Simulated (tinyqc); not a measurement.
Strain dependence: valley-orbit splitting of a donor ground state, with strain. Computed by tinyqc, a small Python program. Command: `OMP_NUM_THREADS=1 python tinyqc.py 3009545 3009546 out.jsonl valleyorbit walk`. One thread of a shared host (Intel(R) Xeon(R) Processor @ 2.30GHz), about 0.01 s of CPU time with the checks.

The basis is the 1s envelope in each valley; energies are counted from the unstrained conduction-band edge. The strain is e_s (a a^T - 1/3) for the unit stress axis a, so valley j along n_j moves by Xi_u e_s w_j with w_j = (n_j.a)^2 - 1/3: +1/6 for x and y, -1/3 for z. The splitting at the zone boundary that a [110] shear adds for <100> valleys is left out.

Inputs (values chosen for the exercise, modelled on donors in silicon): single-valley binding energy E_0 = 30.9 meV; central-cell shift Lambda = 0.804 meV; coupling Delta_1 = 4 meV; coupling Delta_2 = 2.73 meV; shear deformation potential Xi_u = 8.67 eV; shear strain e_s = -0.00027.

Valleys: six along <100>. Stress axis: [110].

Method:
- By symmetry: E(A1) = E_0 + Lambda + 4 Delta_1 + Delta_2 (one state), E(T2) = E_0 + Lambda - Delta_2 (three), E(E) = E_0 + Lambda - 2 Delta_1 + Delta_2 (two), as binding energies.
- H_jj = -(E_0 + Lambda) + Xi_u e_s w_j; H_jk = -Delta_2 between opposite valleys and -Delta_1 between perpendicular ones.
- The contact hyperfine ratio is A/A_0 = (sum_j c_j)^2/(number of valleys), c_j the valley amplitudes of the ground state; binding from the lowest valley edge.

E(A1) = 50.434 meV

Against strain:
```
e_s        Xi_u e_s (w_max - w_min) (meV)  binding (meV)  gap to next level (meV)    A/A_0
-0.002200                       -9.537000         47.979                   19.005  0.97470
-0.000810                       -3.511350         49.372                   20.398  0.99573
-0.000270                       -1.170450         50.056                   21.082  0.99949
-0.000081                       -0.351135         50.318                   21.344  0.99995
0.000081                         0.351135         50.201                   21.227  0.99995
0.000270                         1.170450         49.667                   20.693  0.99945
0.000810                         3.511350         48.212                   19.238  0.99482
0.002200                         9.537000         45.005                   16.031  0.95903
```

What follows from these numbers?

A/A_0 falls for either sign of strain, to 0.975 and 0.959 at the ends; its limits are the shares of the valleys that end up lowest, 4/6 under compression and 2/6 under tension. Near zero strain A/A_0 changes in second order, the binding in first. The binding energy drops from 50.43 meV to 47.98 and 45.01 meV, since fewer valleys share the valley-orbit gain.

Extremes, crossings and ranges named in words are read from the listed rows.
